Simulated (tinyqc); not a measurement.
Temperature series and Richardson plot: current of a Schottky diode by thermionic-emission-diffusion theory, and its read-back from I-V-T and C-V data. Computed by tinyqc, a small Python program. Command: `OMP_NUM_THREADS=1 python tinyqc.py 3012510 3012511 out.jsonl schottky walk`. One thread of a shared host (Intel(R) Xeon(R) Processor @ 2.30GHz), about 0.01 s of CPU time with the checks.

Full ionisation, no tunnelling, no recombination current. V is the voltage across the junction itself, forward positive.

Inputs (values chosen for the exercise, modelled on n-type GaAs):
```
quantity                                     value          unit
Richardson constant A*                        7.83  A/(cm^2 K^2)
effective density of states at 300 K, N_c  4.6e+17        1/cm^3
permittivity eps                              12.9             -
mobility mu                                   4600    cm^2/(V s)
barrier without image force phi_0            0.732            eV
doping N                                   4.2e+16        1/cm^3
junction voltage V                             0.4             V
```

Barrier: uniform.

Constants: k_B = 8.617333262e-05 eV/K; e = 1.602176634e-19 C; eps_0 = 8.8541878128e-12 F/m.

Method:
- N_c(T) = N_c (T/300 K)^(3/2); V_bi = phi_0 - (k_B T/e) ln(N_c(T)/N); surface field F = sqrt(2 e N (V_bi - V - k_B T/e)/(eps eps_0)); image lowering d_phi = sqrt(e F/(4 pi eps eps_0)); effective barrier phi = phi_0 - d_phi.
- Collection velocity v_R = A* T^2/(e N_c(T)); diffusion velocity v_D = mu F; J = e N_c(T) v_R/(1 + v_R/v_D) exp(-phi/k_B T) [exp(e V/k_B T) - 1].
- Ideality n = (e/k_B T)/(d ln J/dV) by a central difference of +/- 1 mV; J_0 = J exp(-e V/(n k_B T)); apparent barrier phi_IV = k_B T ln(A* T^2/J_0); a C-V plot gives phi_CV = phi_0, the mean without lowering.
- A least-squares line of ln(J_0/T^2) against 1/(k_B T) gives a barrier (minus the slope) and a Richardson constant (exp of the intercept).

At the same junction voltage:
```
T (K)  1/k_B T (1/eV)       n  J_0 (A/cm^2)  phi_IV (eV)  ln(J_0/T^2)
200            58.023  1.0238    8.1695e-13      0.69779      -38.430
250            46.418  1.0255    4.1968e-09      0.69778      -30.332
300            38.682  1.0278    1.3400e-06      0.69770      -24.930
350            33.156  1.0306    8.6744e-05      0.69751      -21.068
400            29.011  1.0343    2.0627e-03      0.69713      -18.167
450            25.788  1.0391    2.5127e-02      0.69646      -15.902
```

barrier from the Richardson plot = 0.69871 eV

Richardson constant from the plot = 8.2037 A/(cm^2 K^2)

What follows from these numbers?

From 200 to 450 K n goes from 1.024 to 1.039 and phi_IV from 0.698 to 0.696 eV. The plot returns 0.699 eV against phi_0 = 0.732 and a constant 1.05 times the true A*.

Extremes, crossings and ranges named in words are read from the listed rows.
